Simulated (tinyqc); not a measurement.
Hueckel theory of the pi electrons with the omega technique, for the molecule [CH2]C([CH2])=C(N)C=O (SMILES; centres numbered as the heavy atoms are written), step by step. One step of it, computed by the program tinyqc.

Question. Omega technique, round 1. h_r = h_r(0) + omega q_r, omega = 1.4, with q_r = z_r - P_rr.

Hueckel matrix in units of beta (H = alpha + beta A), lower triangle:
```
          1C        2C        3C        4C        5N        6C        7O
1C  0.000000
2C  1.000000  0.000000
3C  0.000000  1.000000  0.000000
4C  0.000000  1.000000  0.000000  0.000000
5N  0.000000  0.000000  0.000000  0.800000  1.500000
6C  0.000000  0.000000  0.000000  1.000000  0.000000  0.000000
7O  0.000000  0.000000  0.000000  0.000000  0.000000  1.000000  1.000000
```

charge and bond-order matrix P, lower triangle:
```
           1C         2C         3C         4C         5N        6C        7O
1C   0.550320
2C   0.639386   1.000746
3C   0.550320   0.639386   0.550320
4C  -0.099895   0.408822  -0.099895   1.188129
5N   0.003384  -0.074839   0.003384   0.208030   1.945567
6C  -0.233272   0.047466  -0.233272   0.789454  -0.219066  0.982750
7O   0.147360  -0.085911   0.147360  -0.333166   0.094934  0.466252  1.782168
```

Centres:
```
centre  z_r, pi electrons of the neutral centre         h
1C                                            1  0.000000
2C                                            1  0.000000
3C                                            1  0.000000
4C                                            1  0.000000
5N                                            2  1.500000
6C                                            1  0.000000
7O                                            1  1.000000
```

Give: matrix after round 1.

Answer.

matrix after round 1, lower triangle:
```
        1C       2C      3C       4C      5N      6C       7O
1C  0.6296
2C  1.0000  -0.0010
3C  0.0000   1.0000  0.6296
4C  0.0000   1.0000  0.0000  -0.2634
5N  0.0000   0.0000  0.0000   0.8000  1.5762
6C  0.0000   0.0000  0.0000   1.0000  0.0000  0.0242
7O  0.0000   0.0000  0.0000   0.0000  0.0000  1.0000  -0.0950
```
